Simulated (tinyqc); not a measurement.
# Worked calculation: resistance of a source-drain extension with a graded tip

Numbers from tinyqc (`OMP_NUM_THREADS=1 python tinyqc.py 2282289 2282290 out.jsonl`; about 0.03 s on one thread of a shared Intel Xeon 2.30GHz). Printed values are rounded.

y runs along the channel, the gate covers y > 0. The doping is N0 for y < y0 and N0 10^(-(y - y0)/la) beyond, uniform over the depth xj. Sheet conductance s(y) = q mu(N) max(N - Nch, 0) xj + (for y > 0) ma Cox Vo, with mu(N) = u0 + (u1 - u0)/(1 + (N/Nr)^au) and Cox = eps0 eox/tox. Current is taken as one-dimensional; depletion of the tip, spreading and the contact are left out. The metallurgical junction lies at yj, where N = Nch.

Values chosen for this exercise; mobility law close to that of holes in silicon: relative permittivity of the gate insulator (close to silicon dioxide) eox = 3.9; insulator thickness tox = 1 nm; active doping of the extension far from the gate N0 = 7e19 cm^-3; lateral abruptness la = 3.4 nm/decade; position under the gate where the fall begins (gate edge at 0) y0 = 4 nm; depth of the extension xj = 28 nm; channel doping Nch = 4.7e17 cm^-3; gate overdrive Vo = 0.85 V; mobility of the gate-induced layer ma = 32 cm^2/(V s); mobility at low doping u1 = 470.5 cm^2/(V s); mobility at high doping u0 = 44.9 cm^2/(V s); reference doping Nr = 2.23e17 cm^-3; exponent au = 0.719; gate length Lg = 40 nm.

Constants: q = 1.602176634e-19 C, eps0 = 8.8541878128e-14 F/cm where lengths are in cm. Results are converted to the units shown.

## Sheet resistances and junction position

yj = y0 + la log10(N0/Nch); sheet resistance of the full extension 1/[q mu(N0)(N0 - Nch) xj] and of the gate-induced layer 1/(ma Cox Vo); metallurgical length Lg - 2 yj; ye is where the doped and the gate-induced conductances are equal.

yj = 11.38820 nm
sheet resistance of the extension = 621.1579 ohm/square
sheet resistance of the induced layer = 10646.77 ohm/square
metallurgical length = 17.22360 nm
ye = 9.006467 nm
N at ye = 2.358347e18 cm^-3

The gate takes over 2.38 nm before the junction, where N is still 5.02 times the channel doping.

## Resistance of the overlapped part

Midpoint rule on 8 equal steps from 0 to yj: R_ov = sum h/s(y), per width.

```
point     y (nm)    N (cm^-3)  doped conductance (uS)  sheet resistance (ohm/square)
0      0.7117625         7e19                1609.897                       586.9159
1       2.135288         7e19                1609.897                       586.9159
2       3.558813         7e19                1609.897                       586.9159
3       4.982338  3.598945e19                886.3722                       1020.099
4       6.405863  1.372434e19                391.4011                       2060.469
5       7.829388  5.233684e18                181.2001                       3634.708
6       9.252913  1.995830e18                80.66483                       5727.703
7       10.67644  7.610966e17                22.12748                       8616.774
```

R_ov = 32.486 ohm um

The exact integral is 32.738 ohm um; the coarse sum is 0.77 % below it.
